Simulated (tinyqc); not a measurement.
Implant damage, amorphisation by cascade overlap, and solid-phase epitaxial regrowth. From one set of inputs to another, one input at a time. Computed by tinyqc, a small Python program. Command: `OMP_NUM_THREADS=1 python tinyqc.py 3112711 3112712 out.jsonl sper ladder`. One thread of a shared host (Intel(R) Xeon(R) Processor @ 2.30GHz), about 0.02 s of CPU time with the checks.

Range and width of the damage are inputs. Dynamic annealing enters only through the surviving share f.

The inputs printed are set A. Set A is modelled on phosphorus ions in germanium; the values taken over come from a set modelled on fluorine ions in germanium. Inputs not listed in the table keep their values of set A, so the rows need not describe a real material.

Inputs (values chosen for the exercise, modelled on phosphorus ions in germanium): atomic density N = 44.2 1/nm^3; ion Z1 = 15; ion mass M1 = 31 u; target Z2 = 32; target mass M2 = 72.63 u; ion energy E = 60 keV; displacement energy E_d = 15 eV; depth of the damage peak R_d = 46 nm; width of the damage profile s_d = 25 nm; share of defects that survive f = 0.94; critical displaced share x_c = 0.2; dose Q = 4e+15 1/cm^2; regrowth prefactor v0 = 3.4e+16 nm/s; regrowth energy E_a = 2.16 eV; anneal temperature = 513 C; rate relative to (100) = 1; peak enhancement by the dopant = 9.7; ramp rate = 46 K/s.

Constants: a_0 = 0.529177210903 angstrom; e^2/(4 pi eps_0) = 14.39964548 eV angstrom; k_B = 8.617333262e-05 eV/K.

Method:
- Robinson partition: eps = E a M2/(Z1 Z2 (e^2/(4 pi eps_0)) (M1 + M2)), a = 0.8853 a_0/sqrt(Z1^(2/3) + Z2^(2/3)); k = 0.0793 Z1^(2/3) Z2^(1/2) (M1 + M2)^(3/2)/((Z1^(2/3) + Z2^(2/3))^(3/4) M1^(3/2) M2^(1/2)); damage energy T_d = E/(1 + k (eps + 0.40244 eps^(3/4) + 3.4008 eps^(1/6))); displacements nu = 0.8 T_d/(2 E_d).
- Displaced share x(z) = f nu Q exp(-(z - R_d)^2/(2 s_d^2))/(sqrt(2 pi) s_d N); the layer is amorphous where x > x_c, between R_d -/+ s_d sqrt(2 ln(x_max/x_c)), the upper edge being cut at the surface. Threshold dose Q_c = Q x_c/x_max.
- v = v0 x orientation factor x exp(-E_a/(k_B T)) x [1 + (enhancement - 1) exp(-(z - R_d)^2/(2 s_d^2))], T = anneal temperature + 273.15 K; the dopant is taken to follow the damage profile; the lower front moves from the lower edge z2 to the surface, or to the middle (z1 + z2)/2 of a buried layer with upper edge z1; time = int dz/v; the equivalent undoped distance is that time times the undoped velocity.
- On a linear ramp from 200 C regrowth ends at the T_f where int v_undoped dT/(ramp rate) equals the equivalent undoped distance.

Each row keeps all changes above it:
```
input moved                            from     to  threshold dose Q_c (1/cm^2)  time with enhancement (s)  temperature at which regrowth ends (C)
set A                                     -      -                    7.467e+13                  6.623e-02                                   468.4
critical displaced share x_c            0.2   0.15                    5.600e+13                  7.077e-02                                   469.8
ion energy E (keV)                       60     12                    2.283e+14                  4.913e-02                                   462.2
ramp rate (K/s)                          46    5.9                    2.283e+14                  4.913e-02                                   422.5
width of the damage profile s_d (nm)     25    5.9                    5.389e+13                  1.281e-02                                   398.7
anneal temperature (C)                  513    343                    5.389e+13                  8.472e+01                                   398.7
dose Q (1/cm^2)                       4e+15  8e+14                    5.389e+13                  4.631e+01                                   388.5
depth of the damage peak R_d (nm)        46     11                    5.389e+13                  7.378e+01                                   396.4
```

Where does the difference come from?

Threshold dose Q_c goes from 7.47e13 to 5.39e13, a factor 0.722 in all. The largest single move comes from width of the damage profile s_d (a factor 0.236), and ion energy E works against it (a factor 4.08). Time with enhancement goes from 0.0662 to 73.8, a factor 1110 in all. The largest single move comes from anneal temperature (a factor 6610), and width of the damage profile s_d works against it (a factor 0.261). Temperature at which regrowth ends goes from 468 to 396, a factor 0.846 in all. The largest single move comes from ramp rate (a factor 0.914), and depth of the damage peak R_d works against it (a factor 1.020). The single moves hold for this order of the switches; the total does not depend on the order.

Extremes, crossings and ranges named in words are read from the listed rows.
